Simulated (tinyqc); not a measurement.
# Changing the temperature T

Model: non-radiative capture by multiphonon emission, one effective mode. Computed by tinyqc, a small Python program. Command: `OMP_NUM_THREADS=1 python tinyqc.py 3018601 3018602 out.jsonl capture sweep`. One thread of a shared host (Intel(R) Xeon(R) Processor @ 2.30GHz), about 0.04 s of CPU time with the checks.

The initial state (free carrier plus empty centre) lies dE above the final state; both have the same frequency and are displaced by dQ.

Inputs (values chosen for the exercise, with mass, screening and phonons like those of diamond):
```
quantity                    value                   unit
energy released dE           3.13                     eV
phonon energy hbar omega      130                    meV
Huang-Rhys factor S          7.16                      -
electron-phonon coupling W  0.031  eV/(u^(1/2) angstrom)
cell volume V                1470             angstrom^3
degeneracy g                    1                      -
broadening b                  110                    meV
carrier mass m              0.821                    m_0
defect density N_t          5e+14                  cm^-3
```

Centre: neutral.

Constants: hbar^2/u = 4.18015928e-03 eV angstrom^2; k_B = 8.617333262e-05 eV/K; hbar = 6.582119569e-16 eV s; k_B = 1.380649e-23 J/K; m_0 = 9.1093837015e-31 kg.

Method:
- dQ = sqrt(2 S (hbar^2/u)/hbar omega); relaxation energy lambda = S hbar omega; phonons needed P = dE/hbar omega; classical barrier E_b = (dE - lambda)^2/(4 lambda); occupation n = 1/(exp(hbar omega/k_B T) - 1).
- Huang-Rhys weight for a net emission of p phonons: L_p = exp(-S (2n + 1)) ((n + 1)/n)^(p/2) I_p(2 S sqrt(n (n + 1))), I_p the modified Bessel function.
- M_p = sum_m w_m <m_i|Q|(m + p)_f>^2 with Q counted from the final minimum and Boltzmann weights w_m for m = 0..24; <m_i|Q|k_f> = sqrt((hbar^2/u)/(2 hbar omega)) [sqrt(k) <m|k-1> + sqrt(k+1) <m|k+1>], with overlaps of oscillators displaced by d = sqrt(2 S) summed on 1500 points from -16 to 16 + d.
- The delta function is a Gaussian of standard deviation b at dE - p hbar omega.
- C_0 = V (2 pi/hbar) g W^2 sum_p M_p Gaussian_p. The sum runs over the seven p from round(P) - 3 to round(P) + 3; 1 angstrom^3 = 1e-24 cm^3.
- For a neutral centre the Sommerfeld factor is 1.
- C = s C_0; v = sqrt(3 k_B T/m); sigma = C/v; tau = 1/(C N_t).

One run for each value:
```
temperature T (K)  capture coefficient C (cm^3/s)  C_0 (cm^3/s)  Sommerfeld factor s  cross-section sigma (cm^2)
60                                      1.350e-13     1.350e-13                    1                   2.342e-20
83                                      1.350e-13     1.350e-13                    1                   1.991e-20
120                                     1.350e-13     1.350e-13                    1                   1.656e-20
160                                     1.351e-13     1.351e-13                    1                   1.436e-20
220                                     1.366e-13     1.366e-13                    1                   1.238e-20
310                                     1.470e-13     1.470e-13                    1                   1.122e-20
430                                     1.883e-13     1.883e-13                    1                   1.220e-20
600                                     3.342e-13     3.342e-13                    1                   1.833e-20
```

Describe and explain the trends.

Over the rows, capture coefficient C (cm^3/s) rises from 1.35e-13 to 3.34e-13; C_0 (cm^3/s) rises from 1.35e-13 to 3.34e-13; Sommerfeld factor s does not change. The classical barrier (dE - S hbar omega)^2/(4 S hbar omega) is 1.299 eV and hbar omega/k_B is 1509 K; well below that temperature C_0 is the tunnelling rate from the lowest level.

Caution (all rows): the largest term is not the one nearest energy conservation, so C_0 depends strongly on the broadening b.

Extremes, crossings and ranges named in words are read from the listed rows.
